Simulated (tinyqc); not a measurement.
Worked calculation: sp3 tight binding, zinc-blende lattice. One step of it, computed by the program tinyqc.

Question. Levels at k. Diagonalise the Hermitian matrix.

H(k) at k (eV), order a s, a px, a py, a pz, c s, c px, c py, c pz:
```
[[-14.820000, 0.000000, 0.000000, 0.000000, -10.371985-1.862032i, -2.243868-2.340579i, 1.101393+4.768462i, 2.063498+2.545168i],
 [0.000000, -7.860000, 0.000000, 0.000000, 2.243868+2.340579i, 3.524244+0.632691i, 2.952873+3.642146i, 1.576097+6.823688i],
 [0.000000, 0.000000, -7.860000, 0.000000, -1.101393-4.768462i, 2.952873+3.642146i, 3.524244+0.632691i, -3.210984-3.349377i],
 [0.000000, 0.000000, 0.000000, -7.860000, -2.063498-2.545168i, 1.576097+6.823688i, -3.210984-3.349377i, 3.524244+0.632691i],
 [-10.371985+1.862032i, 2.243868-2.340579i, -1.101393+4.768462i, -2.063498+2.545168i, -14.820000, 0.000000, 0.000000, 0.000000],
 [-2.243868+2.340579i, 3.524244-0.632691i, 2.952873-3.642146i, 1.576097-6.823688i, 0.000000, -7.860000, 0.000000, 0.000000],
 [1.101393-4.768462i, 2.952873-3.642146i, 3.524244-0.632691i, -3.210984+3.349377i, 0.000000, 0.000000, -7.860000, 0.000000],
 [2.063498-2.545168i, 1.576097-6.823688i, -3.210984+3.349377i, 3.524244-0.632691i, 0.000000, 0.000000, 0.000000, -7.860000]]
```

Give: eigenvalues; weights |c|^2 of the basis functions.

Answer.

eigenvalues (eV): [-27.2054, -19.1029, -16.9010, -15.9850, -1.6780, -0.1920, 1.1750, 3.0893]

weights |c|^2 of the basis functions, order a s, a px, a py, a pz, c s, c px, c py, c pz:
```
[[0.4596, 0.0752, 0.0004, 0.0263, 0.3586, 0.0304, 0.0001, 0.0494],
 [0.0074, 0.1750, 0.2535, 0.0482, 0.0392, 0.0640, 0.2395, 0.1732],
 [0.0245, 0.0835, 0.0005, 0.3603, 0.0697, 0.3477, 0.0001, 0.1138],
 [0.0086, 0.1663, 0.2457, 0.0652, 0.0324, 0.0579, 0.2603, 0.1636],
 [0.4596, 0.0752, 0.0004, 0.0263, 0.3586, 0.0304, 0.0001, 0.0494],
 [0.0074, 0.1750, 0.2535, 0.0482, 0.0392, 0.0640, 0.2395, 0.1732],
 [0.0245, 0.0835, 0.0005, 0.3603, 0.0697, 0.3477, 0.0001, 0.1138],
 [0.0086, 0.1663, 0.2457, 0.0652, 0.0324, 0.0579, 0.2603, 0.1636]]
```
